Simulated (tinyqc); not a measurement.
What moves the results: hole subbands of a hard-walled well, four-band Luttinger model. A value that a table varies takes the place of the one given here.

Hole energies are counted downwards from the unstrained band edge, c = hbar^2/2m0. After the usual block transformation one block is H = [[P + Q - Zs, R - i S], [R + i S, P - Q + Zs]] in (heavy, light), with P +/- Q = c [(g1 +/- g2) k^2 + (g1 -/+ 2 g2) kz^2], R = sqrt(3) c gR k^2, S = 2 sqrt(3) c g3 k kz, kz = -i d/dz; axial approximation gR = (g2 + g3)/2. Zs = b (e_par - e_perp) is the shear part of the strain (the hydrostatic part shifts all levels alike and is left out). Basis sqrt(2/L) sin(n pi z/L), n = 1 to N, for each component: kz^2 gives (n pi/L)^2 and the heavy-light block is R delta_nm - 2 sqrt(3) c g3 k D_nm with D_nm = 4 n m/(L (n^2 - m^2)) for n + m odd, 0 otherwise. The other block has the same levels. The split-off band is left out.

Constants: hbar^2/2m0 = 3.80998211 eV angstrom^2.

Inputs chosen for the exercise (near those of GaAs; not measured data): g1 = 6.98 (Luttinger gamma1); g2 = 2.06 (gamma2); g3 = 2.92 (gamma3); L = 70 angstrom (well width along [001]); k = 0.071 1/angstrom (wave vector in the plane); Zlist = (-0.0656, -0.0407, -0.0226, -0.0074, 0, 0.0176, 0.0622) eV (shear strain energies (negative: tension in the plane, for b < 0)).

## Which coupling does what

shear strain energy Zs = 0.058366 eV
N = 20, at the given k. Diagonal: R = S = 0. Along [100] and [110] gR is g2 and g3 instead of their mean.

Hole energies (meV):
```
model,E1,E2,E3,E4
diagonal,137.21,203.05,238.04,312.79
R alone,90.65,181.09,284.59,301.68
S alone,84.79,88.87,176.01,235.43
axial,50.10,81.23,165.14,252.45
[100],58.98,84.96,168.13,248.46
[110],40.44,76.60,161.83,256.10
```

What can be read from the table?

The couplings move E1 by -87.10 meV: R alone by -46.55, S alone by -52.41, so S matters more at k L/pi = 1.58 (R grows as k^2 and joins equal n, S as k and joins n of opposite parity). Warping spreads E1 by 18.54 meV between [100] and [110], the hole being heavier along [110]; the axial value lies between them.

## Strain

N = 20. dE is the rise of the top subband from k = 0 to k1 = pi/(4L), m1 = c k1^2/dE (dash if dE is not positive), and the heavy weight is taken at k = pi/L.

Top subband:
```
Zs (eV),HH1 (meV),LH1 (meV),dE (meV),heavy weight,m1 (m0)
-0.0656,87.5,19.6,0.178,0.166,2.695
-0.0407,62.6,44.5,-1.057,0.263,-
-0.0226,44.5,62.6,2.968,0.375,0.162
-0.0074,29.3,77.8,3.289,0.504,0.146
0.0000,21.9,85.2,3.357,0.574,0.143
0.0176,4.3,102.8,3.472,0.734,0.138
0.0622,-40.3,147.4,3.655,0.918,0.131
```

How do the results move?

HH1 and LH1 cross at Zs = -2 c g2 (pi/L)^2 = -0.0316 eV; for more negative Zs the light hole is on top. Among the rows with HH1 on top, m1 goes from 0.162 to 0.131 m0 as the splitting widens from 18 to 188 meV, against the unmixed 1/(g1 + g2) = 0.111: compression lightens the holes here. A dash marks a top subband whose hole energy at k1 lies below that at k = 0: an electron-like (negative) mass. m1 describes the neighbourhood of k = 0 only; where HH1 and LH1 lie close, the band may peak further out.

Program tinyqc; command `OMP_NUM_THREADS=1 python tinyqc.py 1281316 1281317 out.jsonl`; about 0.1 s on one thread of a shared Intel(R) Xeon(R) Processor @ 2.30GHz.
